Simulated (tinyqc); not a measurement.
# Band bending at a free surface with a continuum of surface states, surface photovoltage and Kelvin probe: what changes with what

n-type bulk, xi = Ec - EF = Vt ln(Nc/Nd), p0 = ni^2/Nd, ni = sqrt(Nc Nv) exp(-Eg/(2 Vt)), Eg in volts. b is the upward band bending, u = b/Vt. Space charge per area, in units of q: Qc = sign(b) sqrt((2 eps0 eps_r Vt/q) [(Nd + dn)(exp(-u) - 1) + Nd u + (p0 + dn)(exp(u) - 1)]), with dn the excess density under light (flat quasi-Fermi levels; 0 in the dark). The states hold -Ds (E0 - xi - b): negative while the Fermi level lies above the neutrality level. Neutrality: Qc + Qf + (charge of the states) = 0.

Parameters, values chosen for the exercise; band and dielectric values close to those of gallium arsenide:
- T = 300 K (temperature)
- Eg = 1.42 eV (band gap)
- eps_r = 12.7 (relative permittivity)
- Nc = 4.39e17 cm^-3 (conduction-band density of states at T)
- Nv = 9.16e18 cm^-3 (valence-band density of states at T)
- chi = 4.04 eV (electron affinity)
- Nd = 4.4e16 cm^-3 (donor density)
- Qf = 0 cm^-2 (fixed positive charge at the surface)
- pt = 5 eV (work function of the probe tip)
- Ds = 2.9e13 cm^-2 eV^-1 (density of surface states)
- E0 = 0.44 eV (depth of their neutrality level below the conduction edge)

Constants: q = 1.602176634e-19 C, kB = 1.380649e-23 J/K, Vt = kB T/q, eps0 = 8.8541878128e-14 F/cm where lengths are in cm. Results are converted to the units shown.

Each table varies one quantity; the others keep the values above.

## Kelvin-probe contrast of the doping

Work function chi + xi + b; contact potential difference CPD = (work function of the sample) - pt. b solves the neutrality condition in the dark.

Kelvin-probe contrast of the doping:

| Nd (cm^-3) | xi (eV) | b (V) | CPD (mV) |
|---|---|---|---|
| 1.1e14 | 0.2144 | 0.2250 | -520.6 |
| 2.5e14 | 0.1931 | 0.2459 | -521.0 |
| 5.8e14 | 0.1714 | 0.2671 | -521.5 |
| 1.3e15 | 0.1505 | 0.2871 | -522.4 |
| 3e15 | 0.1289 | 0.3074 | -523.8 |
| 6.9e15 | 0.1074 | 0.3268 | -525.9 |
| 1.6e16 | 0.08562 | 0.3451 | -529.2 |
| 3.6e16 | 0.06466 | 0.3612 | -534.2 |

xi falls by 150 mV over the table and the CPD by 13.6 mV; b rises from 0.225 to 0.361 V. Between the first two rows the CPD follows 1.67 % of the change of xi, and between the last two 23.7 %. It is below 100 % where b rises with the doping (pinning hides it).

## Pinning by the surface states

Same model as above.

Pinning by the surface states:

| Ds (cm^-2 eV^-1) | b (V) | xi + b (eV) | Qc (cm^-2) |
|---|---|---|---|
| 2.4e10 | 0.0026690 | 0.062137 | 9.0687e9 |
| 6.7e10 | 0.0075830 | 0.067051 | 2.4988e10 |
| 1.8e11 | 0.021267 | 0.080735 | 6.4668e10 |
| 5.1e11 | 0.065580 | 0.12505 | 1.6063e11 |
| 1.4e12 | 0.16849 | 0.22796 | 2.9685e11 |
| 3.9e12 | 0.27912 | 0.33859 | 3.9551e11 |
| 1.1e13 | 0.34046 | 0.39993 | 4.4081e11 |
| 2.9e13 | 0.36476 | 0.42422 | 4.5751e11 |
| 8.1e13 | 0.37480 | 0.43427 | 4.6424e11 |

What does the table show?

b rises from 0.00267 to 0.375 V. The Fermi level moves towards E0 = 0.44 eV and is within 5.73 meV of it in the last row; it is half-way there at the Ds that solves Ds b = Qc(b) + Qf with b = (E0 - xi)/2, 1.67e12 cm^-2 eV^-1.

tinyqc, about 0.01 s, one thread, Intel Xeon 2.30GHz (shared host): `OMP_NUM_THREADS=1 python tinyqc.py 2430043 2430044 out.jsonl`
